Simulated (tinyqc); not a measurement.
Gate-all-around wire, scale length and short-channel effects: one step of the calculation.

A round wire of diameter ts in an insulator shell of thickness ti under a surrounding gate. Below threshold the potential that source and drain add obeys Laplace's equation and vanishes on the gate. Its lowest mode decays along the channel as exp(-k y); k is the smallest positive root of the matching condition at the interface, and the scale length is Lambda = pi/k.

Problem. Decay constant by Newton steps. f(k) = ei J0(u)[J1(u) Y0(v) - Y1(u) J0(v)] - eps_r J1(u)[J0(u) Y0(v) - Y0(u) J0(v)], u = k ts/2, v = u + k ti; f' by a central difference with +/- 1e-5 1/nm; k(new) = k - f/f'.

Parameters, values chosen for the exercise; permittivities: semiconductor close to that of germanium, insulator close to that of silicon dioxide:
```
symbol  value  unit                                     meaning
eps_r      16        relative permittivity of the semiconductor
ei        3.8            relative permittivity of the insulator
ti       0.77    nm                         insulator thickness
ts       13.7    nm                               wire diameter
```

k at the start = 0.2125 1/nm

Wanted: f; f'; k after iteration 1.

Solution.

f = 0.2845
f' = -11.59 nm
k after iteration 1 = 0.2371 1/nm

tinyqc, about 0.01 s, one thread, Intel Xeon 2.30GHz (shared host): `OMP_NUM_THREADS=1 python tinyqc.py 2420013 2420014 out.jsonl`
